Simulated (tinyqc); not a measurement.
From results back to parameters: shallow donor in effective-mass theory, with valley-orbit splitting. Two cases, with inputs chosen for the exercise.

Problem. Without strain the levels are A1 = E0 - D0 - 4 D1 - D2, T2 = E0 - D0 + D2 and E = E0 - D0 + 2 D1 - D2. They were computed from hidden D0, D1 and D2.

Find: D1; D2; D0.

Method. E - A1 = 6 D1, T2 - E = 2 D2 - 2 D1, and the mean (A1 + 3 T2 + 2 E)/6 is E0 - D0.

Case 1.

Values chosen (out of a larger set: near those of a group-V donor in Si; not measured data): E0 = -30.1 meV (single-valley level).

A1, T2, E (meV): -44.560  -32.940  -31.720

Solution.

D1 = 2.14 meV
D2 = 1.53 meV
D0 = 4.37 meV

Case 2.

Values chosen (out of a larger set: near those of a group-V donor in Si; not measured data): E0 = -31.7 meV (single-valley level).

A1, T2, E (meV): -72.480  -32.820  -29.700

Solution.

D1 = 7.13 meV
D2 = 5.57 meV
D0 = 6.69 meV

Computed by tinyqc, one run a case: `OMP_NUM_THREADS=1 python tinyqc.py N N+1 out.jsonl` with N = 1251708, 1251941; one thread of a shared Intel(R) Xeon(R) Processor @ 2.30GHz, about 0.01 s a run at most.
